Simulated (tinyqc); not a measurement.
Round nanowire with a gate all round, subbands and threshold shift from confinement: one step of the calculation.

Undoped body with a flat potential across it, hard walls, transport along x. Three valley pairs (g = 2 each) with the longitudinal mass along x, y or z. Non-parabolicity enters the subband edges through E (1 + al E) = gamma, so E = 2 gamma/(1 + sqrt(1 + 4 al gamma)); motion within a subband is taken as parabolic with the band-edge mass. Energies are counted from the bulk band edge.

Question. Lowest subbands. gamma = C (2 z/(t + dl))^2 (1/my + 1/mz)/2, z the zeros of the Bessel functions J_l (2.404826, 3.831706, 5.135622, 5.520078, ...), twofold for l > 0; the mean inverse mass is an approximation for anisotropic valleys, C = hbar^2/(2 m0). List the 5 lowest, labelled by valley axis and quantum numbers, with degeneracy g and N_k: N_k = g sqrt(2 mx m0 kB T/(pi hbar^2)).

Values chosen for this exercise; masses close to those of silicon: temperature T = 200 K; longitudinal mass ml = 0.923 m0; transverse mass mt = 0.187 m0; non-parabolicity al = 0 1/eV; diameter t = 6.3 nm; widening of the box by penetration into the insulator dl = 0.3 nm.

Constants: q = 1.602176634e-19 C, kB = 1.380649e-23 J/K, hbar = 1.054571817e-34 J s, m0 = 9.1093837015e-31 kg, hbar^2/(2 m0) = 0.0380998212 eV nm^2. Results are converted to the units shown.

Give: E_k; g; N_k.

Answer.

```
subband,E_k (eV),g,N_k (cm^-1)
"y0,1",0.065060,2,3.2818e6
"z0,1",0.065060,2,3.2818e6
"x0,1",0.10820,2,7.2911e6
"y1,1",0.16517,4,6.5637e6
"z1,1",0.16517,4,6.5637e6
```

Range of the model: For the strongly anisotropic y and z valleys the mean inverse mass serves only for l = 0; pairs with l > 0 really split widely.

Computed by the program tinyqc: `OMP_NUM_THREADS=1 python tinyqc.py 2350072 2350073 out.jsonl`, one thread of a shared Intel Xeon 2.30GHz, about 0.2 s for the whole run.
